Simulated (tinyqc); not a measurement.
# Ten-year voltage from two stress tests

Problem. Lifetimes follow tau = t0 exp(B/Vd). Ten years are 3.15576e8 s. Find B, t0 and the drain voltage for ten years.

lifetimes at Vd = 5.1 and 5.7 V (s): [2.1e5, 24546.3877]

Solution. ln(tau) is linear in 1/Vd.

B = 104.0 V
t0 = 2.924e-4 s
ten-year voltage = 3.754 V

Program tinyqc, `OMP_NUM_THREADS=1 python tinyqc.py 2550107 2550108 out.jsonl`; Intel Xeon 2.30GHz, shared host, one thread, about 0.01 s.
